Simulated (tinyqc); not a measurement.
MOSFET in the linear regime without short-channel effects, parameter extraction from computed curves: one step of the calculation.

Inversion charge Q = Cox n Vt W0(exp((Vg - VT)/(n Vt))), W0 the Lambert function and n = nf; u = Q/Cox; mobility mu = mu0/(1 + th1 u + th2 u^2); channel resistance Rch = (L - dL)/(W mu Q); Id = Vd/(Rch + Rsd/W). Cox = eps0 eox/tox. Small Vd, no channel-length or drain effects.

Task. Transfer curve. u, mu, Rch and Id as defined.

Parameters, values chosen for the exercise; channel values of the order met in silicon transistors:
- T = 300 K (temperature)
- eox = 3.9 (relative permittivity of the gate insulator (close to silicon dioxide))
- tox = 1 nm (insulator thickness)
- mu0 = 80 cm^2/(V s) (low-field mobility)
- th1 = 0.28 1/V (first mobility attenuation factor)
- th2 = 0 1/V^2 (second mobility attenuation factor)
- VT = 0.69 V (threshold voltage)
- nf = 1.15 (body factor)
- W = 1 um (gate width)
- L = 0.42 um (drawn gate length)
- dL = 0.004 um (drawn less effective length)
- Rsd = 360 ohm um (source plus drain resistance)
- Vd = 0.01 V (drain voltage)

Constants: q = 1.602176634e-19 C, kB = 1.380649e-23 J/K, Vt = kB T/q, eps0 = 8.8541878128e-14 F/cm where lengths are in cm. Results are converted to the units shown.

Vg, point 0 to 10 (V): 0.49  0.59  0.69  0.79  0.89  0.99  1.09  1.19  1.29  1.39  1.49

Give: u; mu; Rch; Id.

Result.

```
point      u (V)  mu (cm^2/(V s))  Rch (ohm)    Id (uA)
0      3.5568e-5           79.999   4.2338e7  2.3619e-4
1      9.9506e-4           79.978   1.5138e6  0.0066044
2       0.016861           79.624      89733    0.11100
3       0.073209           78.393      20991    0.46835
4        0.15157           76.743      10357    0.93313
5        0.23814           74.999     6745.1     1.4074
6        0.32857           73.260     5004.8     1.8640
7        0.42119           71.561     3997.0     2.2952
8        0.51520           69.914     3344.6     2.6994
9        0.61017           68.327     2889.6     3.0773
10       0.70584           66.798     2555.1     3.4304
```

tinyqc, about 0.01 s, one thread, Intel Xeon 2.30GHz (shared host): `OMP_NUM_THREADS=1 python tinyqc.py 2210019 2210020 out.jsonl`
